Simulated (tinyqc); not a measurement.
Switching kinetics of a ferroelectric film and the memory window of a ferroelectric gate stack. Changing the thickness t_F. Computed by tinyqc, a small Python program. Command: `OMP_NUM_THREADS=1 python tinyqc.py 3029501 3029502 out.jsonl feswitch sweep`. One thread of a shared host (Intel(R) Xeon(R) Processor @ 2.30GHz), about 0.02 s of CPU time with the checks.

Fields in MV/cm; 1 microcoulomb/cm^2 over eps_0 is 11.29409 MV/cm. In the stack (metal, ferroelectric, interlayer, channel) the channel is taken as a conductor.

Inputs (values chosen for the exercise, for a model hafnia-based film):
```
quantity                                   value               unit
saturation polarisation P_s                   16  microcoulomb/cm^2
ratio P_r/P_s                               0.73                  -
coercive field E_c                          0.62              MV/cm
permittivity of the ferroelectric eps_F       36                  -
permittivity of the interlayer eps_I         3.9                  -
interlayer thickness t_I                     1.8                 nm
share s of P screened by trapped charge      0.9                  -
pulse height V                               3.7                  V
time constant t_inf                      5.9e-11                  s
activation field E_a                         3.1              MV/cm
Merz exponent alpha                            2                  -
dimension n                                    2                  -
half width w of log10 t                      1.2                  -
pulse length t_p                         0.00022                  s
breakdown field of the interlayer             17              MV/cm
```

Kinetics: nucleation-limited (NLS).

Method:
- Saturated branches: P(E) = P_s tanh[(E -/+ E_c)/(2 delta)], delta = E_c/ln[(1 + P_r/P_s)/(1 - P_r/P_s)]; D = P + eps_0 eps_F E.
- At threshold the channel charge is negligible, so D = 0 on each branch: (1 - s) P(E) + eps_0 eps_F E = 0, with the screened share s. The rising branch has the root E0 between 0 and E_c; window = 2 E0 t_F; its upper bound is 2 E_c t_F.
- Series stack: V = E_F t_F + E_I t_I and eps_I E_I = eps_F E_F + (1 - s) P/eps_0. Before switching P = -P_r, after it P = +P_s; in retention V = 0 and P = +P_r.
- Merz's law: t1 = t_inf exp[(E_a/E)^alpha] at the mean of the fields before and after switching. NLS: switched share = integral of [1 - exp(-(t/tau)^n)] F(z) dz over z = log10 tau, with the Lorentzian F = (1/pi) w/[(z - log10 t1)^2 + w^2].

One run for each value:
```
thickness t_F (nm)  memory window (V)  depolarising field over E_c  E_F after switching (MV/cm)  switching time t1 (s)
4.0                            0.2015                      0.47634                       1.3902             1.4096e-09
7.7                            0.3878                      0.40386                       1.1787             4.8779e-09
11.0                           0.5540                      0.35560                       1.0378             1.7538e-08
15.0                           0.7554                      0.31061                       0.9065             1.0288e-07
19.0                           0.9569                      0.27572                       0.8047             7.6639e-07
23.0                           1.1583                      0.24788                       0.7234             7.2501e-06
26.0                           1.3094                      0.23043                       0.6725             4.5747e-05
30.0                           1.5109                      0.21066                       0.6148             6.5745e-04
```

Over the rows, memory window (V) rises from 0.201 to 1.51 (exponent d ln y / d ln x about 1.00 throughout); depolarising field over E_c falls from 0.476 to 0.211 (exponent d ln y / d ln x -0.25 between the first rows and -0.63 between the last); E_F after switching (MV/cm) falls from 1.39 to 0.615 (exponent d ln y / d ln x -0.25 between the first rows and -0.63 between the last). The exponent of memory window stays at 1: the window is a field times the thickness.

Caution (rows 4.00): the interlayer field exceeds its breakdown field, so charge injection would change the fields. Caution (rows 30.0): E_F after switching lies below E_c, so switching stalls before P_s and that state is not reached.
